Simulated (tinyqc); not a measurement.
Worked calculation: tight binding, honeycomb lattice. One step of it, computed by the program tinyqc.

Task: Bloch Hamiltonian at k. H_AB = -t1 (1 + exp(-i k.a1) + exp(-i k.a2)); H_AA = delta - 2 t2 sum cos(k.b + phi), H_BB = -delta - 2 t2 sum cos(k.b - phi), b = a1, a2 - a1, -a2.

Parameters chosen for this model:

| parameter | value | unit |
|---|---|---|
| t1 | 1.720000 | eV, nearest |
| t2 | 0.270000 | eV, second neighbours |
| phi | 1.570000 | rad, phase of t2 (Haldane) |
| delta | 2.500000 | eV, +/- on A and B |

k point k (fractions of the reciprocal vectors): -0.160000  0.500000

Give: H(k) at k.

Result:

H(k) at k (eV):
```
                 A                B
A           1.5886  -0.9216-1.4522i
B  -0.9216+1.4522i          -1.5877
```
